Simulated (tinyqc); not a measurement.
Deep-level transient spectroscopy (DLTS) of one majority-carrier trap. From peak temperature T_p back to capture barrier E_b. Computed by tinyqc, a small Python program. Command: `OMP_NUM_THREADS=1 python tinyqc.py 3018866 3018867 out.jsonl dlts inv`. One thread of a shared host (Intel(R) Xeon(R) Processor @ 2.30GHz), about 0.2 s of CPU time with the checks.

A filling pulse loads the traps in a one-sided junction; under reverse bias they empty at the rate e, and the capacitance relaxes as C(t) = C_0 - dC exp(-e t). The signal is S = [C(t_2) - C(t_1)]/dC.

Inputs (values chosen for the exercise, for a model semiconductor):
```
quantity                    value  unit
density-of-states mass m    0.623   m_0
valleys M                       3     -
trap depth E_t              0.144    eV
cross-section sigma_0     4.4e-14  cm^2
degeneracy ratio g              1     -
gate time t_1                0.02     s
ratio t_2/t_1                   4     -
temperature T                  91     K
```

Carriers: electrons. Extra term: capture barrier.

Constants: k_B = 8.617333262e-05 eV/K; k_B = 1.380649e-23 J/K; m_0 = 9.1093837015e-31 kg; h = 6.62607015e-34 J s.

Method:
- e = g sigma v N_b exp(-E/k_B T), v = sqrt(3 k_B T/m), N_b = 2 M (2 pi m k_B T/h^2)^(3/2), sigma = sigma_0 exp(-E_b/k_B T), E = E_t.
- S(e) = exp(-e t_1) - exp(-e t_2) peaks at the rate window e_0 = ln(t_2/t_1)/(t_2 - t_1).
- T_p solves e(T) = e_0 (bisection between 15 and 1500 K); the half-height points solve S = S_max/2 on either side.

Question. A run gave the result below. Find the capture barrier E_b, known to lie between 0.019 and 0.059 eV.

peak temperature T_p = 83.90771 K

Answer.

Each step takes the trial c = (a f_b - b f_a)/(f_b - f_a), f being the result less the target and a, b, c the logarithms of the listed values; c replaces end b, the old b replaces a if the sign of f changed, and otherwise f_a is halved.

Scan of the range:
```
capture barrier E_b (eV)  peak temperature T_p (K)
0.0190                                     75.8912
0.0229                                     77.5708
0.0277                                     79.6342
0.0335                                     82.1223
0.0404                                     85.0750
0.0488                                     88.6595
0.0590                                     92.9979
```

False position (Illinois rule, in the logarithm of the input) inside the bracket:
```
step      end a      end b      trial  peak temperature T_p (K)
1     0.0335000  0.0404000  0.0375168                   83.8422
2     0.0404000  0.0375168  0.0376648                   83.9055
3     0.0404000  0.0376648  0.0376749                   83.9098
4     0.0376648  0.0376749  0.0376700                   83.9077
5     0.0376749  0.0376700  0.0376700                   83.9077
```

Peak temperature T_p rises at every point of a 13-point scan of the range (every second point is shown), so one value fits; it is bracketed by 0.0335 and 0.0404. Answer: capture barrier E_b = 0.03767 eV.
